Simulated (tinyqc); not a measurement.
Raising U: Hubbard chain of 3 sites, mean field against exact. Computed by the program tinyqc. 

one-body matrix (hopping and site energies) (eV):
```
         1        2        3
1   0.0000  -1.3300   0.0000
2  -1.3300   0.0000  -1.3300
3   0.0000  -1.3300   0.0000
```

electrons, up and down: 2  1

Collinear unrestricted mean field (the lowest of 40 random starts) against exact diagonalisation.

Exact and mean-field results (eV):
```
U            U/t    E exact  E mean field  mean |n_up - n_down|  double occupancy, exact  first gap in the sector
0.6700    0.5038  -3.363067     -3.347359                0.3675                   0.1882                   1.7876
1.3300    1.0000  -3.010512     -2.950458                0.4127                   0.1678                   1.6805
2.6600    2.0000  -2.420719     -2.216667                0.5556                   0.1286                   1.4471
3.9900    3.0000  -1.975515     -1.652940                0.7289                   0.0960                   1.2286
5.3200    4.0000  -1.643970     -1.283067                0.8375                   0.0715                   1.0461
7.9800    6.0000  -1.205955     -0.873652                0.9262                   0.0416                   0.7848
10.6400   8.0000  -0.941256     -0.659640                0.9584                   0.0263                   0.6185
15.9600  12.0000  -0.647381     -0.441772                0.9815                   0.0128                   0.4287
26.6000  20.0000  -0.395079     -0.265666                0.9933                   0.0049                   0.2627
```

In absolute terms mean field is worst at U/t = 4.0, 0.361 eV too high: at small U it is nearly exact, and at large U it misses only exchange-scale energies. Relative to the exact energy its error is 0.5 % at the smallest U, 33 % at most and 33 % at the largest. The double occupancy falls from 0.188 to 0.005; at the largest U the first gap is 0.99 times the exchange scale 4t^2/U.
